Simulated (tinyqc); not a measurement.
# Energy and delay of logic against supply voltage, step by step

Computed by the program tinyqc: `OMP_NUM_THREADS=1 python tinyqc.py 2082073 2082074 out.jsonl`, one thread of a shared Intel Xeon 2.30GHz, about 0.01 s for the whole run. Printed values are rounded.

One expression serves below and above threshold: I(Vg) = Ik [ln(1 + exp((Vg - VT + dd V)/(al nf Vt)))]^al, with I_on = I(V) and I_off = I(0). Gate delay td = kd C V/I_on, clock period LD td. Per gate and cycle the switching energy is act C V^2 and the leakage energy I_off V LD td. No short-circuit current, no variation. Minima are sought above 0.09 V; below a few Vt gates no longer switch and the model has no meaning.

Inputs (values chosen for the exercise); values of the order met in logic technologies: temperature T = 378 K; threshold voltage at zero drain bias VT = 0.41 V; slope factor nf = 1.07; barrier lowering per volt of supply dd = 0.04; specific current of a gate Ik = 1.6 uA; exponent of the current law al = 1.82; load capacitance of a gate C = 0.56 fF; delay factor kd = 0.8; logic depth LD = 16; activity factor act = 0.05; supply voltage V = 1.07 V.

Constants: q = 1.602176634e-19 C, kB = 1.380649e-23 J/K, Vt = kB T/q. Results are converted to the units shown.

## Currents, delay and energies

I_on, I_off, td, clock frequency 1/(LD td), both energies and their sum.

I_on = 127.3892 uA
I_off = 0.04240449 nA
td = 3.762955 ps
clock frequency = 16.60929 GHz
switching energy = 32.05720 aJ
leakage energy = 0.002731774 aJ
energy = 32.05993 aJ

I_on/I_off = 3.00e6; leakage makes up 0.00852 % of the energy.

## Starting value

V = 0.29 V.

V at the start = 0.29 V

## Iteration 1: new V

Minimum-energy supply: E(V) is the energy per gate and cycle; with h = 0.001 V, E' = (E(V + h) - E(V - h))/(2 h), E'' = (E(V - h) - 2 E(V) + E(V + h))/h^2, V(new) = V - E'/E''.

E' = 12.91778 aJ/V
E'' = 122.2742 aJ/V^2
V after iteration 1 = 0.1843541 V

## Iteration 2: new V

As before.

E' = -11.62301 aJ/V
E'' = 372.4552 aJ/V^2
V after iteration 2 = 0.2155605 V

## Iteration 3: new V

As before.

E' = -1.332032 aJ/V
E'' = 283.6592 aJ/V^2
V after iteration 3 = 0.2202564 V

## Course of the iteration

Stop when the step is below 1e-9 V, or after 40 iterations.

Course of the iteration:
```
iteration  V before the step (V)   step (V)
1                           0.29     -0.106
2                      0.1843541     0.0312
3                      0.2155605    4.70e-3
4                      0.2202564    1.22e-4
5                      0.2203782    8.05e-8
6                      0.2203783  -3.25e-13
```

Converged in 6 iterations. There leakage makes up 32.6 % of the energy and the clock runs at 5.37 MHz.
